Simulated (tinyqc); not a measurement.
What each parameter does: WKB tunnelling through a gate dielectric with a two-band (Franz) dispersion.

At depth x the conduction edge lies u(x) = phi - V x/t above the electron. Parabolic: kappa = sqrt(m u/c). Franz: kappa = sqrt(m u (1 - u/Eg)/c), which vanishes at both band edges. c = hbar^2/2m0. T = exp(-2 integral of kappa dx) over the region u > 0; no image force, no prefactor, zero transverse momentum. The region ends at x_e = min(t, phi t/V); x_e < t is the Fowler-Nordheim regime.

Constants: hbar^2/2m0 = 3.80998211 eV angstrom^2.

Values chosen for the exercise (of the size used for hBN on silicon; the results hold for these values, not for the real material):
```
symbol  value  unit      meaning
Eg      5.75   eV        gap of the dielectric
phi     1.89   eV        barrier above the electron energy at the emitter
m       0.52   m0        mass at the conduction edge
t       15     angstrom  thickness
V       2.1    V         voltage across the layer
```

Exponents 2 I in closed form. Each row changes one parameter from the base and keeps the others.

Results:
```
case               2 I parabolic  2 I Franz  log10 T Franz
base                       9.142      8.179         -3.552
Eg = 6.325 eV              9.142      8.273         -3.593
phi = 1.701 eV             7.806      7.071         -3.071
m = 0.468 m0               8.673      7.760         -3.370
t = 16.5 angstrom         10.056      8.997         -3.908
V = 1.89 V                10.158      9.088         -3.947
```

The largest shifts from the base row, up to three for each result and ties (the steps differ in size, so this ranks the rows, not the parameters). 2 I parabolic: phi -1.336, V +1.016, t +0.914; unchanged at the printed digits by Eg. 2 I Franz: phi -1.108, V +0.909, t +0.818. log10 T Franz: phi +0.481, V -0.395, t -0.355. The exponent is linear in t and goes as sqrt(m); Eg enters the two-band form alone.

Computed by tinyqc, a small Python program: `OMP_NUM_THREADS=1 python tinyqc.py 1451569 1451570 out.jsonl` (the numbers bound the seed that draws the inputs); one thread of a shared host (Intel(R) Xeon(R) Processor @ 2.30GHz), about 0.01 s for the whole set of steps.
